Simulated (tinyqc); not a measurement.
Band edges of strained Si(1-x)Ge(x) on relaxed Si(1-y)Ge(y), step by step. Values are carried at full precision from step to step, so a last printed digit may differ when a step is redone from the rounded ones.

Values are linear in the Ge fraction but for ED(x) = linear - CD x (1 - x) and a(x) = linear - Ca x (1 - x). Energies are on the common scale of Ev.

Values chosen for the exercise (end members near Si and Ge, in this order; the results hold for these values, not for the real material):
- a = (5.424, 5.656) angstrom (lattice constant)
- Dso = (0.043, 0.291) eV (spin-orbit splitting)
- av = (2.47, 1.26) eV (valence hydrostatic potential)
- b = (-2.13, -2.53) eV (tetragonal shear potential)
- d = (-4.78, -5.24) eV (trigonal shear potential)
- C11 = (167.9, 128.4) GPa
- C12 = (64.3, 48.8) GPa
- C44 = (79.2, 67.8) GPa
- Ev = (0, 0.64) eV (top of the unstrained valence band)
- ED = (1.158, 0.936) eV (gap to the Delta valleys)
- EL = (1.973, 0.738) eV (gap to the L valleys)
- aD = (1.84, 1.36) eV (hydrostatic potential of the Delta gap)
- aL = (-2.84, -2.87) eV (hydrostatic potential of the L gap)
- XuD = (9.41, 9.44) eV (uniaxial potential, Delta)
- XuL = (16.11, 15.51) eV (uniaxial potential, L)
- CD = 0.219 eV (bowing of the Delta gap)
- Ca = 0 angstrom (bowing of the lattice constant)
- x = 0.49 (Ge fraction of the layer)
- y = 0 (Ge fraction of the relaxed buffer)
- face = 001 (growth face)

## Values of the layer and the buffer

Interpolate at x and at y.

Interpolated values (a in angstrom, C11, C12, C44 in GPa, all else in eV):

| symbol | layer | buffer |
|---|---|---|
| a | 5.5377 | 5.4240 |
| Dso | 0.1645 | 0.0430 |
| av | 1.8771 | 2.4700 |
| b | -2.3260 | -2.1300 |
| d | -5.0054 | -4.7800 |
| C11 | 148.5450 | 167.9000 |
| C12 | 56.7050 | 64.3000 |
| C44 | 73.6140 | 79.2000 |
| Ev | 0.3136 | 0.0000 |
| ED | 0.9945 | 1.1580 |
| EL | 1.3679 | 1.9730 |
| aD | 1.6048 | 1.8400 |
| aL | -2.8547 | -2.8400 |
| XuD | 9.4247 | 9.4100 |
| XuL | 15.8160 | 16.1100 |

## Strain of the layer on a (001) buffer

Coherent growth on a (001) face: e_par = (a(y) - a(x))/a(x), e_perp = -2 (C12/C11) e_par; exx = eyy = e_par, ezz = e_perp, no shear.

Use the elastic constants of the layer.

e_par = -0.020528
e_perp = 0.015673

strain tensor in the cubic axes:
```
           x          y         z
x  -0.020528   0.000000  0.000000
y   0.000000  -0.020528  0.000000
z   0.000000   0.000000  0.015673
```

The layer is under compression in the plane; its volume changes by -2.538 %.

## Conduction valleys of the layer

A valley with unit axis u lies at Ev + gap + (av + a_valley) tr(e) + Xu (u.e.u - tr(e)/3); the Delta axes are x, y, z and the L axes [111], [1-1-1], [-11-1], [-1-11]. The second-order shift of the Delta valleys under shear is left out; it lowers the pair normal to the sheared plane by tens of meV at a shear of 1 %.

Give the hydrostatic shifts, the uniaxial shifts and the edges.

hydrostatic shifts of Delta and L (eV): -0.0884  0.0248

uniaxial shifts (eV): Delta x -0.1137, Delta y -0.1137, Delta z 0.2275, L [111] 0.0000, L [1-1-1] 0.0000, L [-11-1] 0.0000, L [-1-11] 0.0000

valley edges (eV): Delta x 1.1060, Delta y 1.1060, Delta z 1.4472, L [111] 1.7063, L [1-1-1] 1.7063, L [-11-1] 1.7063, L [-1-11] 1.7063

The lowest set is Delta4 (the digit counts whole valleys) at 1.1060 eV; the Delta valleys spread over 341 meV and the L valleys over 0 meV.

## Valence edges of the layer

Valence edges: Ev plus the levels of the 6 x 6 matrix of X, Y, Z times spin with -Dso/3 + l exx + m (eyy + ezz) on the diagonal (cyclic), n exy off it, l = av + 2 b, m = av - b, n = sqrt(3) d. Spin-orbit term (Dso/3) L.sigma on X, Y, Z with (L_k)_ij = -i epsilon_kij: <X+|H|Y+> = -i Dso/3, <X+|H|Z-> = Dso/3, <Y+|H|Z-> = -i Dso/3, <Z+|H|X-> = -Dso/3, <Z+|H|Y-> = i Dso/3, <X-|H|Y-> = i Dso/3, and their conjugates; + and - are the spin along z.

Give the strain block and the three twofold edges.

strain block (eV), lower triangle:
```
        X       Y        Z
X  0.0366
Y       0  0.0366
Z       0       0  -0.2161
```

edges from the top (eV): 0.3502  0.2673  0.0159

The top two edges are split by 83 meV.

## Gap and offsets against the buffer

Buffer: Ev(y) and Ec = Ev(y) + min(ED, EL). dEc = Ec(buffer) - Ec(layer), dEv = Ev(layer) - Ev(buffer); positive values confine the carrier in the layer; type I if both have one sign.

gap of the strained layer = 0.7558 eV
gap of the buffer = 1.1580 eV
dEc = 0.0520 eV
dEv = 0.3502 eV

Type I: electrons collect in the layer (52 meV) and holes in the layer (350 meV). The relaxed layer would have a gap of 0.994 eV, so strain has moved it by -239 meV.

## Checks

- Mean of the three Delta edges against the hydrostatic shift alone (eV): both 1.21971.

Computed by tinyqc, a small Python program: `OMP_NUM_THREADS=1 python tinyqc.py 1080414 1080415 out.jsonl` (the numbers bound the seed that draws the inputs); one thread of a shared host (Intel(R) Xeon(R) Processor @ 2.30GHz), about 0.01 s for the whole set of steps.
